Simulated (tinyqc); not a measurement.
Solid solubility of a dopant against its melt (retrograde solidus), clustering and the electrically active fraction: one step, computed by the program tinyqc. Command: `OMP_NUM_THREADS=1 python tinyqc.py 3025110 3025111 out.jsonl retro walk`. One thread of a shared host (Intel(R) Xeon(R) Processor @ 2.30GHz), about 0.01 s of CPU time with the checks.

Question. Active fraction after the anneal. A highly soluble donor (another dopant than that of the solidus) is limited by clustering. Donors N_a are active, and clusters hold m atoms each: N_t = N_a + m C, m C = N* (N_a/N*)^m (n/N*)^m, each atom taking one electron, n = N_a/2 + sqrt(N_a^2/4 + n_i^2), n_i = prefactor x T^1.5 exp(-E_i/(k_B T)), with N*(T) = N*(1273 K) exp[-(E_b/k_B)(1/T - 1/1273)]. Resistivity = 1/(e mu N_a).

Inputs (values chosen for the exercise, of the order of those of tin in silicon for the solubility):
```
quantity,value,unit
total dopant density N_t,1.4e+21,1/cm^3
atoms per cluster m,3,-
cluster scale N* at 1273 K,2.3e+20,1/cm^3
activation energy E_b of the cluster scale,0.54,eV
anneal temperature T_a,1100,K
prefactor of n_i,3.98e+16,1/(cm^3 K^1.5)
energy E_i in n_i,0.605,eV
mobility mu,50,cm^2/(V s)
```

Clustering: clusters that take up free electrons.

Constants: k_B = 8.617333262e-05 eV/K; e = 1.602176634e-19 C.

Give: N*(T_a); active density N_a; active fraction; resistivity.

Answer.

N*(T_a) = 1.060e+20 1/cm^3

active density N_a = 1.598e+20 1/cm^3

active fraction = 0.1141

resistivity = 0.7814 milliohm cm

Doubling the dose would raise N_a by only 13 %. Caution: this clustering law is a generic form; degeneracy and a doping-dependent mobility are left out.
